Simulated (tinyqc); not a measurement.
Delta-doped layer in the Thomas-Fermi potential, step by step. Values are carried at full precision from step to step, so a last printed digit may differ when a step is redone from the rounded ones.

All donors ionised in the plane z = 0, zero temperature, energies from the Fermi level EF of the Thomas-Fermi model, which lies at the bulk band edge; c = hbar^2/2m0, q = e^2/(4 pi eps0). Layer in a (001) plane: two valleys with m_z = ml, m_d = mt (unprimed) and four with m_z = mt, m_d = sqrt(ml mt) (primed); m3 = (ml mt^2)^(1/3), gv = 6. With n = (gv/3 pi^2)(m3 (-V)/c)^(3/2) and V'' = -(4 pi q/eps) n for z > 0, the solution is V = -b/(|z| + z0)^4 with sqrt(b) = 20/K, K = (4 pi q/eps)(gv/3 pi^2)(m3/c)^(3/2), and z0^5 = 4b/(e F0), e F0 = 2 pi q N/eps; 1e13/cm^2 = 1e-3/angstrom^2. Exchange and correlation are left out.

Constants: hbar^2/2m0 = 3.80998211 eV angstrom^2; e^2/(4 pi eps0) = 14.39964547 eV angstrom.

Parameters, chosen for this exercise (near those of a delta-doped layer in Si; not measured data): ml = 0.929 m0 (longitudinal mass); mt = 0.187 m0 (transverse mass); eps = 11.7 (dielectric constant); N = 1.7 x 1e13/cm^2 (donor sheet density).

## The Thomas-Fermi well

Give K, b, e F0, z0 and the depth b/z0^4.

K = 0.075958 eV^(-1/2) angstrom^-2
b = 69329 eV angstrom^4
e F0 = 0.013146 eV/angstrom
z0 = 29.16 angstrom
depth = 0.0958 eV

Half of the electrons lie within |z| < (2^(1/5) - 1) z0 = 4.3 angstrom. The mean donor spacing in the plane is 24.3 angstrom, against a Bohr radius 0.529177 eps/m3 = 19.4 angstrom: the spacing is not small against it, so the smeared sheet is a crude model.

## Profile

V = -b/(|z| + z0)^4, n and the share of electrons beyond |z|, (z0/(|z| + z0))^5, at z = 0, 0.1, 0.25, 0.5, 1 and 2 times z0; n = (eps/(4 pi q)) 20 b/(|z| + z0)^6, q = e^2/(4 pi eps0), 1/angstrom^3 = 1e24/cm^3.

Profile:
```
z (angstrom)   V (eV)  n (1e19/cm^3)  share beyond
0.0           -0.0958           14.6         1.000
2.9           -0.0655           8.23         0.621
7.3           -0.0393           3.82         0.328
14.6          -0.0189           1.28         0.132
29.2          -0.0060          0.228         0.031
58.3          -0.0012         0.0200         0.004
```

## Subbands

Subbands solve -(c/m_z) psi'' + V psi = E psi on 1280 points of spacing z0/80; up to ten levels for each group, kept if bound with an rms width below 2.5 z0.

List the bound levels with their rms width.

Subbands:
```
label  valleys g  m_d (m0)   E (eV)  rms z (angstrom)
0              2    0.1870  -0.0361              10.0
0'             4    0.4168  -0.0182              26.2
1              2    0.1870  -0.0017              51.9
```

The lowest level lies 62 % of the way up the well, and 0' follows 18 meV higher.

## Filling the subbands

At zero temperature n_i = g m_d (mu - E_i)/(2 pi c) for E_i < mu, c = hbar^2/2m0; find mu from sum n_i = N (1e13/cm^2 = 1e-3/angstrom^2).

mu = -0.0016 eV

n_i in the order of the list (1e13/cm^2): [0.540, 1.159, 0.002]

3 subbands filled in part, the lowest with 32 % of the electrons. The potential was built for a Fermi level at 0; filling its quantised levels puts mu 1.7 % of the depth below that, which shows how nearly the two pictures agree. The fullest is 0', with 68 %.

## Estimate from a V-shaped well

Near z = 0 the well is -depth + e F0 |z|, whose levels are a (c (e F0)^2/m_z)^(1/3) with a = 1.018793 (even) and 2.338107 (odd); c = hbar^2/2m0, m_z = ml, for the unprimed levels.

levels 0 and 1 (eV): [-0.0050, 0.1126]

Level 0 comes out 31 meV too high, since screening flattens the true well away from the plane, and level 1 lands above the rim at 0.

## Checks

- Integral of the Thomas-Fermi density against N, 1e13/cm^2: both 1.700.
- Lowest level on a finer grid (z0/200), eV: both -0.036.

(tinyqc, `OMP_NUM_THREADS=1 python tinyqc.py 1281054 1281055 out.jsonl`, Intel(R) Xeon(R) Processor @ 2.30GHz, 1 thread, shared host, about 0.1 s.)
